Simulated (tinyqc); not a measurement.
# Thermal, flicker and telegraph noise of a field-effect transistor, step by step

A worked calculation. Computed by tinyqc, a small Python program that keeps every step. Command: `OMP_NUM_THREADS=1 python tinyqc.py 3021025 3021026 out.jsonl noise walk`. One thread of a shared host (Intel(R) Xeon(R) Processor @ 2.30GHz), about 0.01 s of CPU time with the checks. Intermediate numbers are printed to about 7 digits and carried at full precision; extremes and crossings named in words are read from the listed rows.

Strong inversion, threshold roll-off and channel-length modulation left out; noise sources are uncorrelated and are given as one-sided spectral densities.

Inputs (values chosen for the exercise, modelled on a silicon n-channel): width W = 0.99 micrometre; length L = 300 nm; electrical oxide thickness t = 2 nm; mobility mu = 180 cm^2/(V s); saturation velocity v_s = 0.81 1e7 cm/s; overdrive V_ov = 0.22 V; thermal noise factor gamma = 0.667; oxide trap density N_t = 1.8e+18 1/(eV cm^3); oxide barrier phi = 2.6 eV; oxide mass m_ox = 0.47 m_0; Hooge parameter alpha_H = 0.00018; frequency f = 6000 Hz; temperature T = 300 K.

Operating region: saturation. Flicker model: Hooge.

Constants: eps_0 = 8.8541878128e-12 F/m; hbar = 1.054571817e-34 J s; m_0 = 9.1093837015e-31 kg; e = 1.602176634e-19 C; k_B = 8.617333262e-05 eV/K; k_B = 1.380649e-23 J/K.

## Operating point

C_ox = 3.9 eps_0/t; V_c = 2 v_s L/mu; I = W C_ox v_s V_ov^2/(V_ov + V_c); g_m = W C_ox v_s V_ov (V_ov + 2 V_c)/(V_ov + V_c)^2; g_d0 = mu C_ox (W/L) V_ov.

C_ox = 1.726567 microfarad/cm^2

drain current I = 22.94912 microampere

g_m = 200.7691 microsiemens

g_d0 = 225.6277 microsiemens

## Flicker noise

Tunnelling length lambda = hbar/(2 sqrt(2 m_ox phi)); flat-band noise S_Vfb = e^2 k_B T lambda N_t/(W L C_ox^2 f). Hooge: S_I = I^2 alpha_H/(f N), N = W L C_ox V_ov/e (the source-end density).

tunnelling length lambda = 0.8828682 angstrom

S_Vfb = 1.985221e-13 V^2/Hz

flicker S_I = 2.243889e-21 A^2/Hz

flicker S_I/I^2 = 4.260584e-12 1/Hz

## Thermal noise and corner

Thermal: S_I = 4 k_B T gamma g_d0; input-referred S_V = S_I/g_m^2; corner f_c where flicker equals thermal. Total input noise from 1 Hz to f_c: sqrt(S_V,thermal [f_c ln(f_c/1 Hz) + f_c - 1 Hz]).

thermal S_I = 2.493348e-24 A^2/Hz

input-referred thermal noise = 7.864925 nV/sqrt(Hz)

corner frequency f_c = 5399701 Hz

input noise up to f_c = 74.24134 microvolt

full shot noise 2eI over thermal S_I = 2.949332

At f the noise is flicker dominated (f_c/f = 900).

## How many traps?

Active traps per decade of time constant: N_dec = N_t k_B T W L lambda ln(10); a single trap at the interface shifts the threshold by e/(W L C_ox) and the current by g_m times that; tunnelling depth for frequency f, z = lambda ln(1/(2 pi f tau_0)), tau_0 = 1e-10 s.

traps per decade = 2.809536

threshold step of one trap = 0.03124429 mV

current step of one trap = 0.02733389 %

depth probed at f = 1.102566 nm

## Telling the models apart

The formulas are those given above.

Against the overdrive:
```
V_ov (V)  I (microampere)  (g_m/I)^2 (1/V^2)  S_I/I^2 (1/Hz)  S_I/g_m^2 (V^2/Hz)
0.20              19.0970           93.22235    4.686643e-12        5.027381e-14
0.25              29.3333           58.69118    3.749314e-12        6.388207e-14
0.32              46.9458           35.03307    2.929152e-12        8.361105e-14
0.40              71.4598           21.87825    2.343321e-12        1.071073e-13
0.50             108.1667           13.59766    1.874657e-12        1.378662e-13
0.63             165.0215            8.26162    1.487823e-12        1.800886e-13
0.80             253.1719            4.90306    1.171661e-12        2.389651e-13
1.00             374.1983            2.99196    9.373286e-13        3.132819e-13
```

S_I/I^2 falls as V_ov^-1.00 at first and V_ov^-1.00 at the end; (g_m/I)^2 as V_ov^-2.07 and V_ov^-2.21. S_I/I^2 follows 1/N, so the input-referred noise rises by a factor 6.23, roughly as V_ov.

Checks made by the program: g_m against a numerical derivative of I (relative difference below 1e-10).
